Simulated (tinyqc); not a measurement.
n-type polysilicon, carrier trapping at grain boundaries: one step of the calculation.

One-dimensional grains of size Lg, uniform ionised doping N, monovalent traps Qt at each boundary at a depth Et below (for electrons) or above (for holes) the band edge there, abrupt depletion of width W on each side of a boundary, Boltzmann statistics. xi is the distance from the band edge at the grain centre to the Fermi level. Trapped charge Qt/(1 + exp((xi + VB - Et)/Vt)) = 2 N W, barrier VB = q N W^2/(2 eps0 eps_r).

Question. New W. Partly depleted grain, xi = Vt ln(NB/N): f = 1/(1 + exp((xi + VB - Et)/Vt)), g = Qt f - 2 N W, g' = -2 Qt f (1 - f) VB/(W Vt) - 2 N, W(new) = W - g/g'.

Values chosen for this exercise; values of the order met in polycrystalline silicon:
- T = 300 K (temperature)
- eps_r = 11.7 (relative permittivity)
- NB = 2.8e19 cm^-3 (conduction-band density of states at T)
- Qt = 9e11 cm^-2 (trap density of a grain boundary)
- Et = 0.34 eV (depth of the trap level from the majority band edge at the boundary)
- N = 7e16 cm^-3 (doping)

Constants: q = 1.602176634e-19 C, kB = 1.380649e-23 J/K, Vt = kB T/q, eps0 = 8.8541878128e-14 F/cm where lengths are in cm. Results are converted to the units shown.

W at the start = 39 nm

Wanted: VB; f; g; g'; W after iteration 1.

Answer.

VB = 0.08233 V
f = 0.9816
g = 3.374e11 cm^-2
g' = -1.666e10 cm^-2/nm
W after iteration 1 = 59.26 nm

Numbers from tinyqc (`OMP_NUM_THREADS=1 python tinyqc.py 2830137 2830138 out.jsonl`; about 0.01 s on one thread of a shared Intel Xeon 2.30GHz).
